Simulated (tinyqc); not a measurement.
From results back to parameters: round or elliptic silicon nanowire with anisotropic valleys (Ritz method). Five cases, with inputs chosen for the exercise.

Problem. For a circular wire every level scales as 1/R^2. The lowest level of group A was computed from a hidden radius.

Wire along x = [110] on a (001) wafer, y = [-110], z = [001]. Valley groups (w = inverse masses): A, two valleys along z: w_y = 1/mt, w_z = 1/ml, m_x = mt; B, four valleys in the wafer plane: w_y = (1/ml + 1/mt)/2, w_z = 1/mt, m_x = (ml + mt)/2.

Hard wall on the ellipse (y/a)^2 + (z/b)^2 = 1, c = hbar^2/2m0. With u = y/a, v = z/b the operator is -c [(w_y/a^2) d2/du2 + (w_z/b^2) d2/dv2] on the unit disc. Basis (1 - u^2 - v^2) u^i v^j; S, X and Y are the disc integrals of f f', (df/du)(df'/du) and (df/dv)(df'/dv), from the integral of u^p v^q = 2 Gamma((p+1)/2) Gamma((q+1)/2)/((p + q + 2) Gamma((p+q+2)/2)) for even p, q; H = c (w_y X/a^2 + w_z Y/b^2).

Converged values use 21 functions of each parity class (e or o in u, then in v).

Constants: hbar^2/2m0 = 3.80998211 eV angstrom^2.

Find: E R^2/c; R.

Case 1.

Values chosen (out of a larger set: near those of a Si nanowire; not measured data): ml = 0.933 m0 (longitudinal mass); mt = 0.194 m0 (transverse mass).

level = 0.038227 eV

Solution.

E R^2/c = 17.699
R = 42.0 angstrom

Solve once for R = 1 and scale. The mean inverse mass would give 2.404826^2 (1/mt + 1/ml)/2 = 18.004, 1.7 % too high.

Case 2.

Values chosen (out of a larger set: near those of a Si nanowire; not measured data): ml = 0.919 m0 (longitudinal mass); mt = 0.192 m0 (transverse mass).

level = 0.049816 eV

Solution.

E R^2/c = 17.900
R = 37.0 angstrom

Solve once for R = 1 and scale. The mean inverse mass would give 2.404826^2 (1/mt + 1/ml)/2 = 18.207, 1.7 % too high.

Case 3.

Values chosen (out of a larger set: near those of a Si nanowire; not measured data): ml = 0.934 m0 (longitudinal mass); mt = 0.186 m0 (transverse mass).

level = 0.053823 eV

Solution.

E R^2/c = 18.308
R = 36.0 angstrom

Solve once for R = 1 and scale. The mean inverse mass would give 2.404826^2 (1/mt + 1/ml)/2 = 18.642, 1.8 % too high.

Case 4.

Values chosen (out of a larger set: near those of a Si nanowire; not measured data): ml = 0.909 m0 (longitudinal mass); mt = 0.193 m0 (transverse mass).

level = 0.080927 eV

Solution.

E R^2/c = 17.864
R = 29.0 angstrom

Solve once for R = 1 and scale. The mean inverse mass would give 2.404826^2 (1/mt + 1/ml)/2 = 18.163, 1.7 % too high.

Case 5.

Values chosen (out of a larger set: near those of a Si nanowire; not measured data): ml = 0.924 m0 (longitudinal mass); mt = 0.191 m0 (transverse mass).

level = 0.101204 eV

Solution.

E R^2/c = 17.957
R = 26.0 angstrom

Solve once for R = 1 and scale. The mean inverse mass would give 2.404826^2 (1/mt + 1/ml)/2 = 18.269, 1.7 % too high.

Computed by tinyqc, one run a case: `OMP_NUM_THREADS=1 python tinyqc.py N N+1 out.jsonl` with N = 1252123, 1252132, 1252369, 1252515, 1252566; one thread of a shared Intel(R) Xeon(R) Processor @ 2.30GHz, about 0.06 s a run at most.
